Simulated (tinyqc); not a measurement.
Three-phonon processes in a diatomic chain: dispersion, energy and momentum conservation, and decay channels of optical phonons: one step, computed by the program tinyqc. Command: `OMP_NUM_THREADS=1 python tinyqc.py 3120754 3120755 out.jsonl threeph walk`. One thread of a shared host (Intel(R) Xeon(R) Processor @ 2.30GHz), about 0.04 s of CPU time with the checks.

Cell length a, two atoms, one spring constant. x = q a/pi runs from -1 to 1; A and O are the acoustic and optical branches. Matrix elements are not computed: only conservation laws and occupation factors are followed.

Question. Dispersion. omega^2 = k (1/m + 1/M) -/+ k sqrt((1/m + 1/M)^2 - 4 sin^2(pi x/2)/(m M)); nu = 15.6333042 THz x sqrt(omega^2) for eV/(angstrom^2 u).

Inputs (values chosen for the exercise, for a model chain): light mass m = 31 u; heavy mass M = 34.1 u; spring constant k = 10 eV/angstrom^2.

Constants: nu for 1 eV/(angstrom^2 u) = 15.6333042 THz.

Give: the table «Branches» with the columns nu_A (THz), nu_O (THz), for x = 0.10, 0.20, 0.35, 0.50, 0.65, 0.80, 0.90, 1.00.

Answer.

Branches:
```
x     nu_A (THz)  nu_O (THz)
0.10        1.36       17.30
0.20        2.71       17.14
0.35        4.70       16.70
0.50        6.63       16.03
0.65        8.46       15.15
0.80       10.17       14.05
0.90       11.22       13.23
1.00       11.97       12.56
```
